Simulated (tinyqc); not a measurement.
Thermal boundary conductance by the acoustic and diffuse mismatch models: one step, computed by the program tinyqc. Command: `OMP_NUM_THREADS=1 python tinyqc.py 3013449 3013450 out.jsonl kapitza walk`. One thread of a shared host (Intel(R) Xeon(R) Processor @ 2.30GHz), about 0.01 s of CPU time with the checks.

Each side has one longitudinal and two transverse Debye branches, omega = v q up to q_D = (6 pi^2 n)^(1/3), with n counting all atoms. Scattering at the interface is elastic. Electrons are left out of G, also for metals. Melting is ignored. G refers to the temperatures of the phonons sent towards the interface. Linear branches over all atoms overstate G at high T, most for crystals with several atoms a cell.

Question. Boundary conductance. G = (k_B^4 T^3/(8 pi^2 hbar^3)) int W(x) x^4 e^x/(e^x - 1)^2 dx, x = hbar omega/(k_B T). Acoustic mismatch: W = sum over the three branches of alpha(1 to 2)/v_1^2, each up to the lower of its two cut-offs. Diffuse mismatch: W = S_1 S_2/(S_1 + S_2), where S_i sums 1/v^2 over the branches of side i still below their cut-off. Radiation limit: W = min(S_1, S_2). The integral is split at the four cut-offs (64 Gauss-Legendre points a piece, x at most 45). Boundary resistance R = 1/G and Kapitza length kappa_2/G use the diffuse value.

Inputs (values chosen for the exercise, modelled on titanium nitride (side 1) and silicon (side 2)): conductivity kappa_2 = 152 W/(m K); temperature T = 4.2 K.

Structure: superlattice.

Branches:
```
branch     v (m/s)  cut-off (K)  Z (1e6 kg/(m^2 s))
L, side 1    10400     1451.406             55.9520
T, side 1     6350      886.195             34.1630
L, side 2     9100     1002.078             21.2030
T, side 2     5340      588.032             12.4422
```

Transmission:
```
branch  t at normal incidence  largest angle from side 1 (deg)  alpha, 1 to 2  alpha, 2 to 1
L                   0.7971587                               90      0.7165366      0.5485983
T                   0.7827885                               90      0.8484232      0.5999949
```

Constants: k_B = 1.380649e-23 J/K; hbar = 1.054571817e-34 J s.

Give: G, acoustic mismatch; G, diffuse mismatch; G, radiation limit; boundary resistance R; Kapitza length in side 2.

Answer.

G, acoustic mismatch = 0.03678 MW/(m^2 K)

G, diffuse mismatch = 0.02590 MW/(m^2 K)

G, radiation limit = 0.04444 MW/(m^2 K)

boundary resistance R = 38611 m^2 K/GW

Kapitza length in side 2 = 5.869e+06 nm

The diffuse value is 0.70 times the acoustic one and 58 % of the radiation limit. Diffuse scattering lowers G here: it sends back a share of the phonons that specular transmission lets pass. Caution: kappa_2 is of room-temperature size, so the Kapitza length is only nominal at this T.
